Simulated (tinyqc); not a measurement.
Inside a calculation. Method: plane-wave Kohn-Sham cycle with exchange-only LDA in a layered model solid. One step of it, computed by the program tinyqc.

Question. Iteration 1: potential. V_H(G) = 4 pi rho(G)/G^2 for G != 0 (uniform background); v_x = -(3 rho/pi)^(1/3); V = V_ext + V_H + v_x; Fourier components f(G_m) = (1/N) sum_j f(x_j) exp(-i G_m x_j).

A solid whose potential varies along x alone (atomic units):
```
parameter                      value
period a                    6.000000
cross-section of the cell  15.000000
electrons per cell                 2
grid points                       16
plane waves -n..n, n               3
k points                           2
V1 in V1 cos(2 pi x/a)     -0.290000
```

density at the start, on the grid x_j = j a/N (e/bohr^3): [0.02222222, 0.02222222, 0.02222222, 0.02222222, 0.02222222, 0.02222222, 0.02222222, 0.02222222, 0.02222222, 0.02222222, 0.02222222, 0.02222222, 0.02222222, 0.02222222, 0.02222222, 0.02222222]

Give: Potentials on the grid; V(G_m), m = 0, 1, 2, ....

Answer.

Potentials on the grid (hartree):
```
x         V_ext     V_H      v_x        V
0.0000  -0.2900  0.0000  -0.2769  -0.5669
0.3750  -0.2679  0.0000  -0.2769  -0.5448
0.7500  -0.2051  0.0000  -0.2769  -0.4819
1.1250  -0.1110  0.0000  -0.2769  -0.3878
1.5000        0  0.0000  -0.2769  -0.2769
1.8750   0.1110  0.0000  -0.2769  -0.1659
2.2500   0.2051  0.0000  -0.2769  -0.0718
2.6250   0.2679  0.0000  -0.2769  -0.0089
3.0000   0.2900  0.0000  -0.2769   0.0131
3.3750   0.2679  0.0000  -0.2769  -0.0089
3.7500   0.2051  0.0000  -0.2769  -0.0718
4.1250   0.1110  0.0000  -0.2769  -0.1659
4.5000        0  0.0000  -0.2769  -0.2769
4.8750  -0.1110  0.0000  -0.2769  -0.3878
5.2500  -0.2051  0.0000  -0.2769  -0.4819
5.6250  -0.2679  0.0000  -0.2769  -0.5448
```

V(G_m), m = 0, 1, 2, ... (hartree): [-0.2769, -0.1450, 0.0000, 0.0000, 0.0000, 0.0000, 0.0000]
